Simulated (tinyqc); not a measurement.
# Capacitances against the line height

Endless row of lines of width wl, height tl and space sl between grounded planes at distance hd; e2 fills the gaps beside the lines, e1 the rest. Laplace's equation is solved on meshes of 3, 6 and 12 steps per unit u and extrapolated (Aitken), which is good to about 0.2 %. C_even (all lines at 1 V) is the capacitance Cg to the planes; C_odd (neighbours in antiphase) = Cg + 4 Cc if only nearest neighbours couple, which defines Cc; total with quiet neighbours Cg + 2 Cc. Plate values 2 eps0 e1 wl/hd and eps0 e2 tl/sl.

Values chosen for this exercise: relative permittivity above and below the lines e1 = 2.4; relative permittivity between the lines e2 = 3.9; line width, in units u wl = 4 u; space between lines sl = 4 u; distance to each plane hd = 8 u.

Constants: eps0 = 8.8541878128e-12 F/m. Results are converted to the units shown.

The same in every row: plate Cg (aF/um) = 21.3.

Capacitances against the line height:
columns A: tl (u); B: Cg (aF/um); C: Cc (aF/um); D: Cg + 2 Cc (aF/um); E: C_odd (aF/um); F: plate Cc (aF/um); G: share of coupling, 2 Cc/(Cg + 2 Cc) (%)
```
A      B     C    D    E     F     G
2   40.9  29.6  100  159  17.3  59.1
4   41.2  46.8  135  228  34.5  69.4
6   41.2  64.1  169  297  51.8  75.6
8   41.3  81.3  204  367  69.1  79.8
12  41.3   116  273  505   104  84.9
16  41.3   150  342  643   138  87.9
```

As tl goes from 2 to 16, Cg rises from 40.9 to 41.3 aF/um, Cc rises from 29.6 to 150 aF/um and the share of coupling rises from 59.1 to 87.9 %. Cg is 1.92 times its plate value in the first row and 1.94 times in the last; for Cc the ratios are 1.71 and 1.09. Neighbours in antiphase raise the load by a factor of 1.59 and 1.88 over quiet ones. In every row the planes are farther than 0.8 of the pitch, so second neighbours couple too and Cg + 2 Cc understates the quiet load by a per cent or more.

Numbers from tinyqc (`OMP_NUM_THREADS=1 python tinyqc.py 2790198 2790199 out.jsonl`; about 1 s on one thread of a shared Intel Xeon 2.30GHz).
